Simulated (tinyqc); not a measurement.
From results back to parameters: electrons shared among three sets of ellipsoidal valleys. Four cases, with inputs chosen for the exercise.

Problem. With Boltzmann statistics n(L)/n(X) = R exp(-dE/kB T), where R = N_2/N_1 does not depend on T. Two ratios were computed from hidden R and dE.

Constants: kB = 8.617333262e-05 eV/K.

Find: dE; R.

Method. dE = kB ln(ratio_b/ratio_a)/(1/Ta - 1/Tb); then R = ratio_a exp(dE/kB Ta).

Case 1.

Values chosen (out of a larger set: masses and offsets near those of GaP; mobilities are free inputs, held fixed; not measured data): Ta = 300 K; Tb = 600 K.

ratio at Ta = 1.74476e-07
ratio at Tb = 0.000329299

Solution.

dE = 0.390 eV
R = 0.622

Case 2.

Values chosen (out of a larger set: masses and offsets near those of GaP; mobilities are free inputs, held fixed; not measured data): Ta = 300 K; Tb = 450 K.

ratio at Ta = 5.95076e-08
ratio at Tb = 1.30398e-05

Solution.

dE = 0.418 eV
R = 0.626

Case 3.

Values chosen (out of a larger set: masses and offsets near those of AlAs; mobilities are free inputs, held fixed; not measured data): Ta = 300 K; Tb = 500 K.

ratio at Ta = 0.000146825
ratio at Tb = 0.00531829

Solution.

dE = 0.232 eV
R = 1.16

Case 4.

Values chosen (out of a larger set: masses and offsets near those of AlAs; mobilities are free inputs, held fixed; not measured data): Ta = 300 K; Tb = 500 K.

ratio at Ta = 0.000871792
ratio at Tb = 0.0147951

Solution.

dE = 0.183 eV
R = 1.03

Computed by tinyqc, one run a case: `OMP_NUM_THREADS=1 python tinyqc.py N N+1 out.jsonl` with N = 1650136, 1650313, 1650887, 1651266; one thread of a shared Intel(R) Xeon(R) Processor @ 2.30GHz, about 0.02 s a run at most.
